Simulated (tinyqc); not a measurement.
Level against rehybridisation: Weaire-Thorpe hybrids on a Bethe lattice: gap and dangling bond of an amorphous tetrahedral solid.

Four sp3 hybrids an atom at energy 0, coupled by -V1 on the atom and by -V2 along a bond; the bonds form a tree (no rings). For any network the gap runs at least from -V2 + V1 to V2 - 3 V1, and p-like states pile up at -V2 + V1 and V2 + V1. On the tree the gap is wider: it ends at Ec = -V1 + sqrt(V2^2 + 4 V1^2 - 2 sqrt3 V1 V2), which makes it well wider than the gaps of the real glasses. A branch seen from a hybrid has the self-energy S = V2^2 g, where g is the Green function of the hybrid across the bond, whose three partners carry S themselves. With a = z - V1, b = a - S: g = 1/(a + V1 b/(b + 3 V1)), z = E + i eta. A full atom has G = (1/b)(b + 3 V1)/(b + 4 V1) per hybrid; a dangling hybrid with shift dh has G = 1/(1/g - dh).

Values chosen for the exercise (out of a larger set: of the size of tabulated hybrid energies for amorphous silicon; not measured data): V1 = 1.73 eV (coupling of two hybrids on one atom); V2 = 4.51 eV (coupling of the two hybrids of a bond).

Root of 1/g(E) = dh for eta = 0 in the gap of the tree, between Ev = -V2 + V1 and Ec; a dash: none. A flatter atom makes the hybrid more p-like (dh > 0, up to V1), a more pyramidal one more s-like (dh < 0).

Level:
```
dh (eV)   E (eV)  above Ev (eV)  weight
-3.0     -1.9207         0.8593   0.626
-2.5     -1.6016         1.1784   0.649
-2.0     -1.2734         1.5066   0.662
-1.5     -0.9416         1.8384   0.663
-1.0     -0.6128         2.1672   0.649
-0.5     -0.2952         2.4848   0.617
0.0       0.0000         2.7800   0.559
0.5       0.2571         3.0371   0.462
1.0       0.4534         3.2334   0.313
```

What does the comparison show?

A level exists for 9 of the 9 rows, from dh = -3 (0.859 eV above Ev) to 1 (3.233 eV); the gap of the tree is 3.349 eV. Its slope dE/d(dh) is the weight, largest at dh = -1.5 (0.66). A level that rises as the atom flattens is why an emptied dangling bond relaxes flat and a doubly filled one pyramidal.

Program tinyqc; command `OMP_NUM_THREADS=1 python tinyqc.py 1481803 1481804 out.jsonl`; about 0.02 s on one thread of a shared Intel(R) Xeon(R) Processor @ 2.30GHz.
